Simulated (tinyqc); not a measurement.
Inside a calculation. Method: Rayleigh-quotient iteration on a symmetric matrix. One step of it, computed by the program tinyqc.

Question. Step 2. solve (A - shift) w = v; v' = w/|w| with its largest component positive (the first on a tie); lambda = v'^T A v'; the next shift is lambda.

A:
```
[[0.947000, -0.636000, 0.057000, -0.371000],
 [-0.636000, 2.677000, 0.557000, -0.613000],
 [0.057000, 0.557000, 3.463000, -1.429000],
 [-0.371000, -0.613000, -1.429000, 4.048000]]
```

vector after step 1: [-0.381978, -0.069320, 0.740868, 0.548090]

Rayleigh quotient after step 1 = 2.186100

Give: vector after step 2; Rayleigh quotient after step 2.

Answer.

vector after step 2: [-0.0008, -0.1979, 0.7934, 0.5756]

Rayleigh quotient after step 2 = 2.2856
